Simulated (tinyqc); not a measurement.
Inside a calculation: tight-binding t2g bands of a cubic perovskite. Values are carried at full precision from step to step, so a last printed digit may differ when a step is redone from the rounded ones.

Orbitals yz, zx, xy (X, Y, Z below) times spin. E_xy = Dt + 2t (2 - cos x - cos y) + 2 td (1 - cos z) + 4 t2 (1 - cos x cos y) with x = kx a and so on; yz and zx follow by cyclic change, without Dt. Spin-orbit term -(Dso/3) L.sigma + Dso/3 with (L_k)_ij = -i epsilon_kij in X, Y, Z: for Dt = 0 the quartet lies at 0 and the doublet at Dso.

Constants: hbar^2/2m0 = 3.80998211 eV angstrom^2.

Inputs chosen for the exercise (of the size met in SrTiO3 and KTaO3; the results hold for these values, not for the real material):

| symbol | value | unit | meaning |
|---|---|---|---|
| t | 0.249 | eV | strong hopping |
| td | 0.015 | eV | weak hopping |
| t2 | 0.056 | eV | diagonal hopping in the plane of the orbital |
| Dt | 0 | eV | shift of xy (tetragonal field or confinement) |
| k | (0.14, 0.12, 0.08) | 2 pi/a | wave vector |
| Dso | 0.318 | eV | spin-orbit splitting at Gamma |
| a | 3.897 | angstrom | lattice constant |

## Orbital energies

Evaluate the three bands without spin-orbit coupling.

energies (eV): yz 0.2884, zx 0.3492, xy 0.4392

## The Hamiltonian

Add the spin-orbit term; + and - are the spin along z.

H(k) (eV):
```
          yz+       zx+      xy+      yz-       zx-      xy-
yz+    0.3944   0.1060i        0        0         0  -0.1060
zx+  -0.1060i    0.4552        0        0         0  0.1060i
xy+         0         0   0.5452   0.1060  -0.1060i        0
yz-         0         0   0.1060   0.3944  -0.1060i        0
zx-         0         0  0.1060i  0.1060i    0.4552        0
xy-   -0.1060  -0.1060i        0        0         0   0.5452
```

## Levels and orbital weights

Diagonalise; the levels are twofold; weights summed over spin and averaged over the pair.

levels (eV): 0.3113  0.3942  0.6892

weights:
```
    pair 1  pair 2  pair 3
yz   0.715   0.083   0.202
zx   0.262   0.458   0.280
xy   0.023   0.459   0.518
```

The lowest pair is 72 % yz.

## Light and heavy masses without spin-orbit coupling

Along an axis in the plane of the orbital m/m0 = c/((t + 2 t2) a^2), and normal to it c/(td a^2); c = hbar^2/2m0.

masses (m0): light 0.695, heavy 16.725

ratio heavy/light = 24.07

## Levels at Gamma

At k = 0 the j_z = 3/2 pair stays at 0, and the other two pairs are E = (Dso + Dt)/2 -/+ sqrt((Dso + Dt)^2/4 - 2 Dso Dt/3).

levels at Gamma (eV): 0.0000  0.0000  0.3180

## Checks

- Levels at Gamma from the formula against the matrix: they agree to 1e-10 or better.

(tinyqc, `OMP_NUM_THREADS=1 python tinyqc.py 1481785 1481786 out.jsonl`, Intel(R) Xeon(R) Processor @ 2.30GHz, 1 thread, shared host, about 0.01 s.)
